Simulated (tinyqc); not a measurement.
Worked calculation: Schottky barrier with interface states (Cowley-Sze model), image lowering and contact resistance. Computed by tinyqc, a small Python program that keeps every step. Command: `OMP_NUM_THREADS=1 python tinyqc.py 3001696 3001697 out.jsonl pinning walk`. One thread of a shared host (Intel(R) Xeon(R) Processor @ 2.30GHz), about 0.01 s of CPU time with the checks. Intermediate numbers are printed to about 7 digits and carried at full precision; extremes and crossings named in words are read from the listed rows.

An n-type semiconductor under a metal. The barrier lies between the Schottky-Mott limit phi_M - chi and the Bardeen limit E_g - E_n, E_n being the neutrality level of the interface states; the space-charge term of the full Cowley-Sze expression is left out.

Inputs (values chosen for the exercise, with gap, mass and screening modelled on ZnSe):
```
quantity                                     value   unit
gap E_g                                       2.65     eV
electron affinity chi                         4.14     eV
metal work function phi_M                     4.66     eV
neutrality level E_n above the valence band   1.05     eV
optical dielectric constant eps_opt            6.1      -
dielectric constant eps_s                     8.91      -
electron mass m_e                            0.155    m_0
valleys M_c                                      1      -
donor density N                              4e+19  cm^-3
temperature T                                  300      K
reverse bias V_r                              0.94      V
```

Pinning factor from: Moench relation.

Constants: k_B = 8.617333262e-05 eV/K; m_0 = 9.1093837015e-31 kg; k_B = 1.380649e-23 J/K; h = 6.62607015e-34 J s; eps_0 = 8.8541878128e-12 F/m; e = 1.602176634e-19 C; hbar = 1.054571817e-34 J s.

## Pinning factor and barrier

S = 1/(1 + 0.1 (eps_opt - 1)^2), an empirical relation for metal-induced gap states. phi_B = S (phi_M - chi) + (1 - S)(E_g - E_n); the hole barrier is E_g - phi_B.

pinning factor S = 0.2777006

Schottky-Mott barrier = 0.52 eV

Bardeen barrier = 1.6 eV

barrier phi_B = 1.300083 eV

hole barrier = 1.349917 eV

The contact is partly pinned.

## Depletion layer and image lowering under reverse bias

N_c = 2 M_c (2 pi m_e k_B T/h^2)^(3/2); xi = E_c - E_F solves N = N_c F_1/2(-xi/k_B T) (bisection; full ionisation). F_1/2(eta) = (2/sqrt(pi)) int_0^infinity sqrt(x)/(1 + exp(x - eta)) dx, by the trapezoid rule in t = sqrt(x) with step 0.02 up to t = 12 (for eta < -12 by exp(eta) - exp(2 eta)/2^(3/2)). V_bi = phi_B - xi; W = sqrt(2 eps_s eps_0 (V_bi + V_r - k_B T/e)/(e N)); field at the metal E_m = e N W/(eps_s eps_0); image lowering sqrt(e E_m/(4 pi eps_s eps_0)).

N_c = 1.531333e+18 cm^-3

xi = -0.2731297 eV

built-in voltage V_bi = 1.573213 V

depletion width W = 7.825506 nm

field E_m = 6357061 V/cm

image lowering = 0.3205275 eV

Caution: the field is near or above breakdown for such a gap, so avalanche or tunnelling current would take over. Caution: the field is near breakdown. Caution: the semiconductor is degenerate: the k_B T/e term in W and the parabolic band are then rough. Caution: E_00 = (e hbar/2) sqrt(N/(m_e eps_s eps_0)) is above 0.3 k_B T, so tunnelling through the barrier adds to the thermionic currents, most of all under reverse bias.

## Thermionic current

A* = 4 pi e m_e M_c k_B^2/h^3 (a simple valley count); J_s = A* T^2 exp(-phi/k_B T). J_0 uses phi_B; the reverse current uses phi_B less the image lowering, times 1 - exp(-V_r/k_B T).

Richardson constant A* = 18.62685 A cm^-2 K^-2

J_0 = 2.420715e-16 A/cm^2

thermionic reverse current = 5.869051e-11 A/cm^2

Image lowering raises the reverse current by a factor 242000.

## Tunnelling scale and contact resistivity

E_00 = (e hbar/2) sqrt(N/(m_e eps_s eps_0)), E_0 = E_00 coth(E_00/k_B T); scaling form of the contact resistivity rho_c = (k_B/(e A* T)) exp(phi_B/E_0), which is the thermionic result when E_00 << k_B T and keeps only the leading exponential of tunnelling when E_00 >> k_B T; image lowering is left out of it.

E_00 = 0.09992004 eV

E_00/k_B T = 3.865080

E_0 = 0.1000079 eV

contact resistivity rho_c = 0.006821144 ohm cm^2

With the usual bounds 0.5 and 5 on E_00/k_B T the regime is thermionic-field emission. Caution: outside the thermionic regime the prefactor of rho_c is only an order-of-magnitude estimate.

## Choosing the metal

The formulas are those given above.

Against work function:
```
phi_M (eV)  Schottky-Mott (eV)  phi_B (eV)  J_0 (A/cm^2)  rho_c (ohm cm^2)
4.14                      0.00    1.155679  6.454009e-14         0.0016098
4.37                      0.23    1.219550  5.455588e-15         0.0030488
4.60                      0.46    1.283421  4.611620e-16         0.0057743
4.83                      0.69    1.347292  3.898212e-17         0.0109362
5.05                      0.91    1.408387  3.668843e-18         0.0201454
5.28                      1.14    1.472258  3.101280e-19         0.0381542
5.51                      1.37    1.536129  2.621519e-20         0.0722619
5.74                      1.60    1.600000  2.215975e-21         0.1368599
```

A span of 1.60 eV in work function moves the barrier by 0.444 eV (slope S = 0.278) and rho_c by 1.9 decades. The barrier equals its Schottky-Mott value only at phi_M = chi + E_g - E_n = 5.74 eV, where the interface states are neutral.

## Doping the contact

Regimes: thermionic below E_00/k_B T = 0.5, field emission above 5.

Against doping:
```
N (cm^-3)  1e10/sqrt(N)    E_00/k_B T  rho_c (ohm cm^2)                     regime
1.00e+16   1.000000e+02  6.111228e-02      1.003233e+14        thermionic emission
1.00e+17   3.162278e+01  1.932540e-01      5.763144e+13        thermionic emission
1.00e+18   1.000000e+01  6.111228e-01      4.596985e+11  thermionic-field emission
3.00e+18   5.773503e+00  1.058496e+00      2.438876e+08  thermionic-field emission
1.00e+19   3.162278e+00  1.932540e+00      1.060407e+03  thermionic-field emission
3.00e+19   1.825742e+00  3.347257e+00      4.975730e-02  thermionic-field emission
1.00e+20   1.000000e+00  6.111228e+00      5.779614e-05             field emission
3.00e+20   5.773503e-01  1.058496e+01      1.784264e-06             field emission
1.00e+21   3.162278e-01  1.932540e+01      2.080913e-07             field emission
```

Over the thermionic rows rho_c changes by a factor 1.7 only, and then it falls fast, by 20.7 decades in all; in field emission ln rho_c is linear in 1/sqrt(N). It stays above 1e-7 ohm cm^2 at every listed doping.

Checks made by the program: charge in the layer against the field (relative difference below 1e-10).
